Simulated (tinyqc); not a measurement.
# Gate voltage from the surface potential

Problem. At the source end, Vgs + Vsb - Vfb - psi = gamma sqrt(G), G = psi - Vt + Vt exp((psi - 2 phiF - Vsb)/Vt), and the voltage over the insulator is gamma sqrt(G). Find that voltage and Vgs.

Parameters, values chosen for the exercise:
- T = 300 K (temperature)
- Vfb = -0.34 V (flat-band voltage)
- Vsb = 0 V (source-body reverse bias)

Constants: q = 1.602176634e-19 C, kB = 1.380649e-23 J/K, Vt = kB T/q. Results are converted to the units shown.

psi = 0.91415246 V
phiF = 0.36033315 V
gamma = 0.035896722 V^0.5

Answer. In this direction the relation is explicit: no iteration is needed.

voltage over the insulator = 0.2458 V
Vgs = 0.8200 V

Program tinyqc, `OMP_NUM_THREADS=1 python tinyqc.py 2360119 2360120 out.jsonl`; Intel Xeon 2.30GHz, shared host, one thread, about 0.07 s.
